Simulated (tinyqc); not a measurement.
Series resistance and length offset from two lengths at two overdrives.

Question. In strong inversion R W = Rsd + k(x)(L - dL), k(x) = (1 + th1 x)/(mu0 Cox x), x the overdrive, Cox = eps0 eox/tox, with Rsd and dL independent of x. Find dL, Rsd, mu0 and th1.

Parameters, values chosen for the exercise:
- eox = 24.4 (relative permittivity of the gate insulator (close to zirconium oxide))
- tox = 19 nm (insulator thickness)

Constants: eps0 = 8.8541878128e-14 F/cm where lengths are in cm. Results are converted to the units shown.

total resistance times width (ohm um):

|  | L = 0.058 um | L = 0.92 um |
|---|---|---|
| overdrive 0.41 V | 787.799600 | 6034.23721 |
| overdrive 0.9 V | 656.042863 | 3321.24623 |

Answer. At each overdrive R W is a straight line in L; the two lines cross at L = dL, R W = Rsd. Their slopes give k x = (1 + th1 x)/(mu0 Cox), a straight line in x.

dL = 0.0140 um
Rsd = 520 ohm um
mu0 = 390 cm^2/(V s)
th1 = 0.260 1/V

tinyqc, about 0.01 s, one thread, Intel Xeon 2.30GHz (shared host): `OMP_NUM_THREADS=1 python tinyqc.py 2210154 2210155 out.jsonl`
